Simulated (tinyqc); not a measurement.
## Weibull slope from two areas

Question. Oxide breakdown times follow a Weibull law, F = 1 - exp(-(t/t63)^beta). For defects spread at random t63 goes as A^(-1/beta). Find beta and the time at which the share Fp of the area-A2 devices has failed, t63(A2) (-ln(1 - Fp))^(1/beta).

Values chosen for this exercise:
```
symbol  value  unit                           meaning
A1        1.1  um^2          area of a test capacitor
A2      1.4e6  um^2          gate area of the product
Fp       1e-5        allowed share of failed products
```

t63 at the areas A1 and A2 (s): [24, 0.086759512]

Answer. beta = ln(A2/A1)/ln(t63(A1)/t63(A2)).

beta = 2.50
time to Fp = 8.68e-4 s

Program tinyqc, `OMP_NUM_THREADS=1 python tinyqc.py 2070013 2070014 out.jsonl`; Intel Xeon 2.30GHz, shared host, one thread, about 0.01 s.
